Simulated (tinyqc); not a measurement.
# Tunnelling through a two-layer gate stack, WKB transmission and Tsu-Esaki current: effect of temperature

Electrons leave the emitter at x = 0. Energies E (motion across the layers) are in eV from the emitter Fermi level; the collector Fermi level lies at -V and offers states at every E. No charge in the dielectric and no image force: F1 = V/(t1 + t2 eps1/eps2), F2 = F1 eps1/eps2; U = phi1 - F1 x in layer 1 and phi2 - F1 t1 - F2 (x - t1) in layer 2. With C = hbar^2/(2 m0), kappa = sqrt(m (U - E)/C) where U > E and 0 elsewhere; T(E) = exp(-S), S = 2 times the integral of kappa over x.

Each layer adds (2/F) sqrt(m/C) [G(u at its left edge) - G(u at its right edge)] to S, with u = U - E (0 where negative) and G(u) = (2/3) u^1.5. J = J0 times the integral of T(E) N(E) dE, N = ln[(1 + exp(-E/Vt))/(1 + exp((-E - V)/Vt))], J0 = q^2 me m0 kB T/(2 pi^2 hbar^3) (times 1e-4 for A/cm^2 per eV), from E = -Ef to far above the barrier (T = 1 there), by quadrature converged to the digits shown.

Inputs (values chosen for the exercise); layer 1 close to silicon nitride, layer 2 close to aluminium oxide: Fermi energy of the emitter above its band bottom Ef = 1.7 eV; emitter mass in the supply function me = 0.73 m0; barrier of layer 1 above the emitter Fermi level at zero bias phi1 = 2.16 eV; tunnelling mass of layer 1 m1 = 0.48 m0; thickness of layer 1 t1 = 0.5 nm; relative permittivity of layer 1 eps1 = 7.55; barrier of layer 2 at zero bias phi2 = 2.67 eV; tunnelling mass of layer 2 m2 = 0.4 m0; thickness of layer 2 t2 = 1.5 nm; relative permittivity of layer 2 eps2 = 8.63; voltage across the dielectric V = 1.6 V.

Constants: q = 1.602176634e-19 C, kB = 1.380649e-23 J/K, hbar = 1.054571817e-34 J s, m0 = 9.1093837015e-31 kg, Vt = kB T/q, hbar^2/(2 m0) = 0.0380998212 eV nm^2. Results are converted to the units shown.

Results:
```
T (K)  J (A/cm^2)  mean E of the current (eV)
50          15.35                     -0.4478
200         15.51                     -0.4432
300         15.73                     -0.4370
400         16.04                     -0.4281
500         16.45                     -0.4162
600         16.99                     -0.4012
750         18.07                     -0.3716
```

Estimate the missing row, T = 100 K.

Computed row:
```
T (K)  J (A/cm^2)  mean E of the current (eV)
100         15.39                     -0.4469
```

With this row back in the table: Between 50 and 300 K the current changes by a factor of 1.02, and between 300 and 750 K by 1.15; the mean energy of the current rises from -0.448 to -0.372 eV. The transmission grows by a factor e over d = 0.195 eV near E = 0, equal to kB T/q at 2270 K: far below that temperature the thermal tail adds little. In every row a layer is thinner than 0.8 nm, a few atomic planes, where an effective mass is a rough description.

Program tinyqc, `OMP_NUM_THREADS=1 python tinyqc.py 2540153 2540154 out.jsonl`; Intel Xeon 2.30GHz, shared host, one thread, about 0.06 s.
